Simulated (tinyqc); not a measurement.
Wafer bonding and layer transfer: bond energy, gap closing, particles, bonding of dissimilar wafers and hydrogen blisters: one step, computed by the program tinyqc. Command: `OMP_NUM_THREADS=1 python tinyqc.py 3021409 3021410 out.jsonl bond walk`. One thread of a shared host (Intel(R) Xeon(R) Processor @ 2.30GHz), about 0.01 s of CPU time with the checks.

gamma is the energy per area of each of the two surfaces; plates are isotropic.

Problem. Heating a pair with different expansion. M = E/(1 - nu), misfit e = (alpha_2 - alpha_1) dT. Curvature k = 6 M1 M2 t1 t2 (t1 + t2) e/[M1^2 t1^4 + M2^2 t2^4 + 2 M1 M2 t1 t2 (2 t1^2 + 3 t1 t2 + 2 t2^2)]; force per width F = k (M1 t1^3 + M2 t2^3)/(6 (t1 + t2)); at the interface s1 = F/t1 + M1 k t1/2, s2 = -F/t2 - M2 k t2/2; stored biaxial energy U = F^2 [1/(M1 t1) + 1/(M2 t2)] + k^2 (M1 t1^3 + M2 t2^3)/12; the pair can part when U > 2 gamma.

Inputs (values chosen for the exercise, with wafer 1 close to silicon):

| quantity | value | unit |
|---|---|---|
| Young's modulus E1 | 164 | GPa |
| Young's modulus E2 | 72 | GPa |
| Poisson ratio nu | 0.24 | - |
| thickness t1 | 725 | micrometre |
| thickness t2 | 1000 | micrometre |
| expansion mismatch alpha_2 - alpha_1 | 2.1 | 1e-6/K |
| heating dT | 450 | K |

Pair: two different wafers.

bond energy gamma = 1.730276 J/m^2

Give: curvature; force per width; stress in wafer 1 at the interface; stress in wafer 2 at the interface; stored energy U; largest dT for this gamma.

Solution.

curvature = 0.8201 1/m

force per width = 14.02 kN/m

stress in wafer 1 at the interface = 83.49 MPa

stress in wafer 2 at the interface = -52.87 MPa

stored energy U = 13.25 J/m^2

largest dT for this gamma = 230.0 K

U exceeds 2 gamma: the pair can debond; the bond strengthens on heating, so slow ramps or thinning one wafer first help. Caution: on a wafer of 100 mm the sag k R^2/2 would exceed half the thickness of the pair, beyond the small-deflection theory: the plate stiffens.
